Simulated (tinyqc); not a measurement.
Band filling: full bands against the rectangular model: Slater-Koster d bands of a bcc metal.

Slater-Koster d bands. For a bond with direction cosines (l, m, n) the 5 x 5 block is dds Ps + ddp Pp + ddd (1 - Ps - Pp), the projectors on sigma, pi and delta states about the bond; for instance <xy|xy> = 3 l^2 m^2 dds + (l^2 + m^2 - 4 l^2 m^2) ddp + (n^2 + l^2 m^2) ddd, <xy|yz> = 3 l m^2 n dds + l n (1 - 4 m^2) ddp + l n (m^2 - 1) ddd and <3z2-r2|3z2-r2> = (n^2 - (l^2 + m^2)/2)^2 dds + 3 n^2 (l^2 + m^2) ddp + (3/4)(l^2 + m^2)^2 ddd. H(k) sums the blocks times cos(k.R) over the neighbours; the d level is the zero of energy; k in 2 pi/a.

Neighbours: eight at (a/2)(1,1,1) and equivalents, and six at a(1,0,0) and equivalents with the integrals times f2.

Mesh: k = f1 b1 + f2 b2 + f3 b3 with fractions (j + 1/2)/N, j = 0 to N - 1, and b = (-1,1,1), (1,-1,1), (1,1,-1) for fcc, (0,1,1), (1,0,1), (1,1,0) for bcc, unit vectors for simple cubic. The lowest Nd/10 of all levels are filled with two electrons each; the bond energy is their sum per atom.

Parameters, chosen for this exercise (of the size met in Nb; shifted at random, so the results belong to these values and not to a real crystal):
- dds = -1.251 eV (dd sigma)
- ddp = 0.525 eV (dd pi)
- ddd = -0.175 eV (dd delta)
- f2 = 0.57 (factor on all three integrals for second neighbours)
- N = 8 (mesh)

W = sqrt(12 mu2) with mu2 the mean square level on the mesh; rectangular model: Fermi level W (Nd/10 - 1/2), bond energy -W Nd (10 - Nd)/20. The Fermi level of the mesh is the highest filled level.

Per atom (eV):
```
Nd  EF, bands  bond energy, bands  EF, rectangle  bond energy, rectangle
1      -2.659              -3.072         -2.884                  -3.245
3      -1.972              -7.692         -1.442                  -7.571
4      -0.817              -9.066         -0.721                  -8.653
5       0.438              -9.162          0.000                  -9.013
6       1.008              -8.401          0.721                  -8.653
7       1.406              -7.199          1.442                  -7.571
8       1.937              -5.525          2.163                  -5.769
9       2.732              -3.288          2.884                  -3.245
```

Give the missing row, Nd = 2.

Computed row:
```
Nd  EF, bands  bond energy, bands  EF, rectangle  bond energy, rectangle
2      -2.337              -5.557         -2.163                  -5.769
```

W = 7.211 eV
full width on the mesh = 8.386 eV

The bond energy is deepest at Nd = 5 (-9.162 eV); the rectangle has its minimum at 5. The two differ most at Nd = 4, by 0.413 eV or 5 % of the deepest value: the second moment fixes the parabola, and higher moments the rest. At Nd = 3 and 7 the bands give -7.692 and -7.199 eV, a skew towards less than half filling.

Program tinyqc; command `OMP_NUM_THREADS=1 python tinyqc.py 1452188 1452189 out.jsonl`; about 0.02 s on one thread of a shared Intel(R) Xeon(R) Processor @ 2.30GHz.
